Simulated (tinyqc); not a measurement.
Area and perimeter leakage from two diodes.

Problem. A square diode and a finger diode leak I = JA area + JP perimeter. Find JA, JP and the side of the square at which both parts are equal.

areas (um^2): [10000, 220000]
perimeters (um): [400, 45100]
leakage currents (pA): [2.36, 157.19000]

Answer. Two linear equations give JA and JP; for a square of side a, JA a^2 = 4 JP a at a = 4 JP/JA.

JA = 1.200e-8 A/cm^2
JP = 2.900e-11 A/cm
side for equal parts = 96.67 um

Program tinyqc, `OMP_NUM_THREADS=1 python tinyqc.py 2290072 2290073 out.jsonl`; Intel Xeon 2.30GHz, shared host, one thread, about 0.01 s.
